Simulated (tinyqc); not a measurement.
Do the excited 1s states matter for ionisation? Model: valley-orbit splitting of a donor ground state, with strain. Computed by tinyqc, a small Python program. Command: `OMP_NUM_THREADS=1 python tinyqc.py 3004559 3004560 out.jsonl valleyorbit walk`. One thread of a shared host (Intel(R) Xeon(R) Processor @ 2.30GHz), about 0.01 s of CPU time with the checks.

The basis is the 1s envelope in each valley; energies are counted from the unstrained conduction-band edge. The strain is e_s (a a^T - 1/3) for the unit stress axis a, so valley j along n_j moves by Xi_u e_s w_j with w_j = (n_j.a)^2 - 1/3: -1/3 for x and y, +2/3 for z.

Inputs (values chosen for the exercise, modelled on donors in silicon):
```
quantity,value,unit
single-valley binding energy E_0,31.2,meV
central-cell shift Lambda,2.2,meV
coupling Delta_1,2.58,meV
coupling Delta_2,1.64,meV
shear deformation potential Xi_u,8.92,eV
donor density N_D,1.7e+16,cm^-3
density-of-states mass of one valley m_e,0.335,m_0
```

Valleys: six along <100>. Stress axis: [001].

Constants: k_B = 8.617333262e-05 eV/K; m_0 = 9.1093837015e-31 kg; k_B = 1.380649e-23 J/K; h = 6.62607015e-34 J s.

Method:
- By symmetry: E(A1) = E_0 + Lambda + 4 Delta_1 + Delta_2 (one state), E(T2) = E_0 + Lambda - Delta_2 (three), E(E) = E_0 + Lambda - 2 Delta_1 + Delta_2 (two), as binding energies.
- H_jj = -(E_0 + Lambda) + Xi_u e_s w_j; H_jk = -Delta_2 between opposite valleys and -Delta_1 between perpendicular ones.
- z = sum over levels of exp(-(E - E_ground)/k_B T), the ground-state share being 1/z; N_c = 2 (2 pi m_e k_B T/h^2)^(3/2) sum_j exp(-(shift_j - lowest shift)/k_B T); n1 = N_c/(2 z) exp(-binding/k_B T), binding = lowest shift - E_ground; without compensation n = 2 N_D/(1 + sqrt(1 + 4 N_D/n1)) (Boltzmann statistics; p and higher states left out).
- No strain here. The last two columns set z = 1, with the A1 depth, or use one level at E_0 with z equal to the number of valleys.

E(A1) = 45.36 meV

Ionised share:
```
T (K),z,all 1s states,ground state alone,no splitting
26,1.0089,1.8711e-04,1.8794e-04,1.8070e-03
44,1.1168,1.6455e-02,1.7381e-02,4.5258e-02
66,1.4061,1.3675e-01,1.5996e-01,2.1869e-01
96,1.8875,4.3841e-01,5.4322e-01,5.2961e-01
130,2.3932,7.1419e-01,8.3627e-01,7.6670e-01
210,3.2651,9.3099e-01,9.7674e-01,9.4078e-01
350,4.1082,9.8348e-01,9.9588e-01,9.8487e-01
```

z grows from 1.009 to 4.11 of at most 6. Leaving out the excited states overstates the ionised share by up to 23.9 % (at 96.0 K); ignoring the splitting misses by a factor 9.66 at the lowest T and 1.00 at the highest.

Extremes, crossings and ranges named in words are read from the listed rows.
